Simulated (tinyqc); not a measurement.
Bias-temperature instability, empirical power law with universal recovery: two steps of the calculation.

Threshold-voltage shift at the end of a stress: dV = A (V/V0)^g exp[-(Ea q/kB)(1/T - 1/T0)] (t/1 s)^n. After a delay tr the permanent share pp stays and the rest falls by r = 1/(1 + B (tr/t)^be). An empirical model: its parameters are fits, not properties.

Inputs (values chosen for the exercise):
- V0 = 1.9 V (reference stress voltage)
- T0 = 398 K (reference temperature)
- A = 7.5 mV (shift after 1 s at V0 and T0)
- n = 0.15 (time exponent)
- g = 4.3 (voltage exponent)
- Ea = 0.16 eV (apparent activation energy of the shift)
- pp = 0.44 (permanent share)
- B = 3.4 (recovery scale)
- be = 0.23 (recovery dispersion)
- V = 0.92 V (use voltage)
- T = 398 K (use temperature)
- dc = 70 mV (failure criterion)
- tr = 0.1 s (delay before the measurement)

Constants: q = 1.602176634e-19 C, kB = 1.380649e-23 J/K. Results are converted to the units shown.

Problem 1. Shift and lifetime at use conditions. The lifetime solves dV = dc; ten years are 3.15576e8 s.

Find: voltage factor; temperature factor; shift after ten years; lifetime; largest voltage for ten years.

Solution 1.

voltage factor = 0.04422
temperature factor = 1.000
shift after ten years = 6.246 mV
lifetime = 9.927e7 years
largest voltage for ten years = 1.614 V

The device passes: the shift at ten years is below dc. A lifetime beyond 100 years is a far extrapolation of the power law. In time the voltage exponent is g/n = 28.7 and the activation energy Ea/n = 1.07 eV.

Problem 2. What a delayed measurement sees. At V0 and T0, measured shift = dV [pp + (1 - pp) r]; the apparent exponent is the slope of ln(shift) against ln t between the first and last point.

t, point 0 to 2 (s): [1, 10, 100]

Find: dV; share left; measured; apparent n.

Solution 2.

```
point,dV (mV),share left,measured (mV)
0,7.5000,0.62654,4.6990
1,10.594,0.69701,7.3841
2,14.964,0.77054,11.531
```

apparent n = 0.19492

The delay hides 22.9 % of the last shift and raises the exponent from 0.15 to 0.195, since short stresses recover by a larger share.

tinyqc, about 0.01 s, one thread, Intel Xeon 2.30GHz (shared host): `OMP_NUM_THREADS=1 python tinyqc.py 2070058 2070059 out.jsonl`
